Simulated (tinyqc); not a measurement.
# From one set of inputs to another, one input at a time

Model: ion-assisted plasma etching: sheath, surface coverage, synergy and aspect-ratio dependence. Computed by tinyqc, a small Python program. Command: `OMP_NUM_THREADS=1 python tinyqc.py 3000620 3000621 out.jsonl etch ladder`. One thread of a shared host (Intel(R) Xeon(R) Processor @ 2.30GHz), about 0.01 s of CPU time with the checks.

Radicals adsorb on bare sites; ions remove covered sites with a high yield and bare sites by sputtering; a slow spontaneous reaction acts everywhere, walls included.

The inputs printed are set A. Set A is close to those used for silicon in a halogen plasma; the values taken over come from a set close to those used for silicon dioxide in a fluorocarbon plasma. Inputs not listed in the table keep their values of set A, so the rows need not describe a real material.

Inputs (values chosen for the exercise, close to those used for silicon in a halogen plasma):
```
quantity                                value       unit
plasma density n_e                    2.1e+10     1/cm^3
electron temperature T_e                  3.2         eV
ion mass M_i                             35.5          u
sheath voltage V                          260          V
radical density n                     5.4e+12     1/cm^3
radical mass M_n                         35.5          u
gas temperature T_g                       500          K
sticking coefficient s                   0.19          -
radicals per removed unit x                 3          -
yield slope b                            0.36  eV^(-1/2)
threshold E_th                             20         eV
sputter slope b_p                       0.016  eV^(-1/2)
sputter threshold E_p                      25         eV
spontaneous reaction probability k_c  0.00069          -
solid density N                         5e+22     1/cm^3
ion temperature T_i                       0.3         eV
```

Feature: long trench.

Constants: e = 1.602176634e-19 C; u = 1.6605390666e-27 kg; k_B = 1.380649e-23 J/K; eps_0 = 8.8541878128e-12 F/m.

Method:
- Bohm speed u_B = sqrt(e T_e/M_i); ion flux G_i = 0.61 n_e u_B; radical flux G_n = n c/4 with c = sqrt(8 k_B T_g/(pi M_n)).
- Debye length lambda_D = sqrt(eps_0 T_e/(e n_s)) with n_s = 0.61 n_e, T_e in volts; Child-law sheath d = (sqrt2/3) lambda_D (2 V/T_e)^(3/4); ion energy E = V + T_e/2; angular spread = arctan(sqrt(T_i/E)).
- Yields: Y = b (sqrt(E) - sqrt(E_th)) on covered sites, Y_p = b_p (sqrt(E) - sqrt(E_p)) on bare ones (zero below threshold).
- Steady coverage: s G_n (1 - theta) = x Y G_i theta; removal flux = Y G_i theta + Y_p G_i (1 - theta) + k_c G_n; rate = flux/N, 1 cm/s = 6e8 nm/min.
- Lateral rate = k_c G_n/N; anisotropy = 1 - lateral/vertical; synergy = vertical/(ions alone + radicals alone), with ions alone Y_p G_i/N and radicals alone the lateral rate.

Each row keeps all changes above it:
```
input moved                              from       to  coverage theta  anisotropy  synergy
set A                                       -        -         0.22683     0.98784   5.7595
gas temperature T_g (K)                   500      600         0.24321     0.98744   6.0694
sheath voltage V (V)                      260      400         0.19457     0.98865   5.0864
yield slope b (eV^(-1/2))                0.36     0.37         0.19031     0.98870   5.1130
radical density n (1/cm^3)            5.4e+12  1.3e+13         0.36137     0.98436   8.2227
electron temperature T_e (eV)             3.2      2.5         0.39044     0.98350   8.6738
plasma density n_e (1/cm^3)           2.1e+10  3.5e+11         0.03701     0.99461   1.8405
spontaneous reaction probability k_c  0.00069  6.1e-06         0.03701     0.99995   1.8488
```

Coverage theta goes from 0.227 to 0.0370, a factor 0.163 in all. The largest single move comes from plasma density n_e (a factor 0.0948), and radical density n works against it (a factor 1.90). Anisotropy goes from 0.988 to 1.000, a factor 1.012 in all. The largest single move comes from plasma density n_e (a factor 1.011), and radical density n works against it (a factor 0.9956). Synergy goes from 5.76 to 1.85, a factor 0.321 in all. The largest single move comes from plasma density n_e (a factor 0.212), and radical density n works against it (a factor 1.61). The single moves hold for this order of the switches; the total does not depend on the order.

Caution (rows set A, gas temperature T_g, sheath voltage V, yield slope b, radical density n, electron temperature T_e): a sheath of several millimetres is collisional at usual pressures, which lowers the ion energy and widens the angles.

Extremes, crossings and ranges named in words are read from the listed rows.
